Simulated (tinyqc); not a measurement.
## Inductance and parasitic capacitance from two readings

Question. A loss-free coil L in parallel with C shows the apparent inductance L/(1 - w^2 L C), w = 2 pi f. Find L, C and the self-resonance 1/(2 pi sqrt(L C)).

apparent inductance at 3.9 and 7.1 GHz (nH): [8.0622971, 15.227831]

Solution. The inverse of the reading is 1/L - w^2 C, a straight line in w^2.

L = 6.70 nH
C = 42.0 fF
self-resonance = 9.49 GHz

Computed by the program tinyqc: `OMP_NUM_THREADS=1 python tinyqc.py 2302187 2302188 out.jsonl`, one thread of a shared Intel Xeon 2.30GHz, about 0.01 s for the whole run.
